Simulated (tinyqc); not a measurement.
Worked calculation: WKB tunnelling through a gate dielectric with a two-band (Franz) dispersion. Values are carried at full precision from step to step, so a last printed digit may differ when a step is redone from the rounded ones.

Constants: hbar^2/2m0 = 3.80998211 eV angstrom^2.

Parameters, chosen for this exercise (of the size used for HfO2 on silicon; the results hold for these values, not for the real material): phi = 1.46 eV (barrier above the electron energy at the emitter); t = 20 angstrom (thickness); V = 0.5 V (voltage across the layer); Eg = 6.08 eV (gap of the dielectric); m = 0.23 m0 (mass at the conduction edge).

## Shape of the barrier

Field V/t (1 V/angstrom = 100 MV/cm), the end of the forbidden region x_e = min(t, phi t/V), and u there.

field = 2.50 MV/cm
x_e = 20.00 angstrom
u(x_e) = 0.960 eV

V < phi: a trapezoid, direct tunnelling through the whole layer.

## Decay constant through the layer

At depth x the conduction edge lies u(x) = phi - V x/t above the electron. Parabolic: kappa = sqrt(m u/c). Franz: kappa = sqrt(m u (1 - u/Eg)/c), which vanishes at both band edges. c = hbar^2/2m0. T = exp(-2 integral of kappa dx) over the region u > 0; no image force, no prefactor, zero transverse momentum. The region ends at x_e = min(t, phi t/V); x_e < t is the Fowler-Nordheim regime.

Nine points x = j x_e/8.

kappa (1/angstrom):

| x (angstrom) | u (eV) | parabolic | Franz |
|---|---|---|---|
| 0.000 | 1.4600 | 0.2969 | 0.2588 |
| 2.500 | 1.3975 | 0.2905 | 0.2549 |
| 5.000 | 1.3350 | 0.2839 | 0.2508 |
| 7.500 | 1.2725 | 0.2772 | 0.2465 |
| 10.000 | 1.2100 | 0.2703 | 0.2419 |
| 12.500 | 1.1475 | 0.2632 | 0.2371 |
| 15.000 | 1.0850 | 0.2559 | 0.2320 |
| 17.500 | 1.0225 | 0.2484 | 0.2266 |
| 20.000 | 0.9600 | 0.2407 | 0.2209 |

At the emitter the Franz value is 12.8 % below the parabolic one, the factor sqrt(1 - phi/Eg).

## The integrals by Simpson's rule

Weights 1, 4, 2, 4, 2, 4, 2, 4, 1 times a third of the spacing.

integral of kappa dx: parabolic 5.396, Franz 4.824

## The integrals in closed form

Parabolic: (2/3) sqrt(m/c) (t/V) (phi^(3/2) - u_e^(3/2)). Franz: sqrt(m/c) Eg^(3/2) (t/V) (f(phi/Eg) - f(u_e/Eg)) with f(y) = ((2y - 1) sqrt(y (1 - y)) + arcsin(sqrt y))/4. u_e = max(phi - V, 0). T = exp(-2 I).

integral of kappa dx: parabolic 5.3957, Franz 4.8242

T: parabolic 2.06e-05, Franz 6.45e-05

The two-band dispersion raises T by a factor 3.14.

## Checks

- Franz integral in closed form against adaptive quadrature: both 4.82419.

(tinyqc, `OMP_NUM_THREADS=1 python tinyqc.py 1452222 1452223 out.jsonl`, Intel(R) Xeon(R) Processor @ 2.30GHz, 1 thread, shared host, about 0.01 s.)
